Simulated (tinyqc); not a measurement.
From results back to parameters: band edges of strained Si(1-x)Ge(x) on relaxed Si(1-y)Ge(y). Five cases, with inputs chosen for the exercise.

Problem. A layer on a (001) buffer has its Delta valleys split into the four in the plane and the two along z: E(Delta4) - E(Delta2) = XuD (e_par - e_perp), e_perp = -2 (C12/C11) e_par, e_par = (a(y) - a(x))/a(x). The splitting is given; find the strain and the Ge fraction y of the buffer.

Values are linear in the Ge fraction but for ED(x) = linear - CD x (1 - x) and a(x) = linear - Ca x (1 - x). Energies are on the common scale of Ev.

Case 1.

Values chosen (end members near Si and Ge, in this order; shifted at random, so the results belong to these values and not to a real crystal): a = (5.432, 5.664) angstrom (lattice constant); Ca = 0.024 angstrom (bowing of the lattice constant); XuD = (8.96, 9.62) eV (uniaxial potential, Delta); C11 = (165.5, 126.6) GPa; C12 = (64.1, 48.4) GPa; x = 1 (Ge fraction of the layer).

E(Delta4) - E(Delta2) = -0.252552 eV

Case 2.

Values chosen (end members near Si and Ge, in this order; shifted at random, so the results belong to these values and not to a real crystal): a = (5.438, 5.65) angstrom (lattice constant); Ca = 0.026 angstrom (bowing of the lattice constant); XuD = (9.35, 9.32) eV (uniaxial potential, Delta); C11 = (167.8, 127.9) GPa; C12 = (64.4, 48.8) GPa; x = 0.55 (Ge fraction of the layer).

E(Delta4) - E(Delta2) = -0.327180 eV

Case 3.

Values chosen (end members near Si and Ge, in this order; shifted at random, so the results belong to these values and not to a real crystal): a = (5.43, 5.659) angstrom (lattice constant); Ca = 0.025 angstrom (bowing of the lattice constant); XuD = (9.36, 9.38) eV (uniaxial potential, Delta); C11 = (165.2, 128.1) GPa; C12 = (63.3, 48) GPa; x = 0.22 (Ge fraction of the layer).

E(Delta4) - E(Delta2) = -0.138977 eV

Case 4.

Values chosen (end members near Si and Ge, in this order; shifted at random, so the results belong to these values and not to a real crystal): a = (5.424, 5.656) angstrom (lattice constant); Ca = 0 angstrom (bowing of the lattice constant); XuD = (9.41, 9.44) eV (uniaxial potential, Delta); C11 = (167.9, 128.4) GPa; C12 = (64.3, 48.8) GPa; x = 0.49 (Ge fraction of the layer).

E(Delta4) - E(Delta2) = -0.341187 eV

Case 5.

Values chosen (end members near Si and Ge, in this order; shifted at random, so the results belong to these values and not to a real crystal): a = (5.437, 5.655) angstrom (lattice constant); Ca = 0 angstrom (bowing of the lattice constant); XuD = (9.44, 9.11) eV (uniaxial potential, Delta); C11 = (164.9, 130) GPa; C12 = (64.6, 48.7) GPa; x = 0.69 (Ge fraction of the layer).

E(Delta4) - E(Delta2) = -0.196291 eV

Find: e_par; a(y); y.

Solution. e_par = splitting/(XuD (1 + 2 C12/C11)) with the values at x; a(y) = a(x)(1 + e_par); a(y) rises steadily with y, so one root lies in the range.

Case 1.

e_par = -0.01488
a(y) = 5.5797 angstrom
y = 0.660

Case 2.

e_par = -0.01986
a(y) = 5.4380 angstrom
y = 0

Case 3.

e_par = -0.00842
a(y) = 5.4300 angstrom
y = 0

Case 4.

e_par = -0.02053
a(y) = 5.4240 angstrom
y = 0

Case 5.

e_par = -0.01210
a(y) = 5.5198 angstrom
y = 0.380

Computed by tinyqc, one run a case: `OMP_NUM_THREADS=1 python tinyqc.py N N+1 out.jsonl` with N = 1080340, 1080379, 1080390, 1080414, 1080422; one thread of a shared Intel(R) Xeon(R) Processor @ 2.30GHz, about 0.02 s a run at most.
